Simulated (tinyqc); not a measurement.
Where the wafer is too thin: surface photovoltage measurement of the minority-carrier diffusion length in a wafer. Computed by tinyqc, a small Python program. Command: `OMP_NUM_THREADS=1 python tinyqc.py 3130246 3130247 out.jsonl spv walk`. One thread of a shared host (Intel(R) Xeon(R) Processor @ 2.30GHz), about 0.01 s of CPU time with the checks.

Low injection, steady light, a depletion layer much thinner than 1/alpha and L. The excess density dn is taken at the front edge of the neutral region; light that reaches the back is lost.

Inputs (values chosen for the exercise, modelled on p-type silicon at room temperature):
```
quantity                            value        unit
wafer thickness W                     300  micrometre
diffusivity D                        31.8      cm^2/s
front recombination velocity S_f     3700        cm/s
back recombination velocity S_b       120        cm/s
photon flux entering              3.7e+13  1/(cm^2 s)
```

Method:
- alpha = (84.732/lambda - 76.417)^2 per cm with lambda in micrometre (an empirical fit for silicon between 0.7 and 1.05 micrometre).
- Thick wafer: dn = Phi L/((S_f + D/L)(L + 1/alpha)). Finite wafer, with s = S_b L/D, w = W/L, a = alpha L: dn = [Phi a/(a^2 - 1)] [a - B - exp(-alpha W)(a - s)/(cosh w + s sinh w)]/(S_f + B D/L), B = (sinh w + s cosh w)/(cosh w + s sinh w).
- Readings y = (Phi/dn) (1 + noise x g) at 780, 830, 880, 920, 950, 975 and 995 nm; a least-squares line y = c (1/alpha + L_app) gives L_app = intercept/slope.
- No noise; L is varied at fixed W, and the last two columns set S_b to 0 and to 1e7 cm/s.

Apparent length (micrometre):
```
L        W/L  given S_b  S_b = 0  S_b = 1e7
15    20.000      15.00    15.00      15.00
30    10.000      30.00    30.00      30.00
60     5.000      60.12    60.12      59.70
90     3.333      91.35    91.49      87.13
150    2.000     161.47   163.54     127.75
240    1.250     279.49   292.81     158.79
390    0.769     456.87   510.88     177.60
630    0.476     631.30   759.67     186.22
1200   0.250     773.21   993.41     190.45
```

What does the comparison show, and why?

With a fast back surface L_app levels off, at 190 micrometre in the last row; with a passive one it reaches up to 1.31 times L among these rows and is 993 in the last. All three columns are within 5 % of L down to W/L = 3.3.

Extremes, crossings and ranges named in words are read from the listed rows.
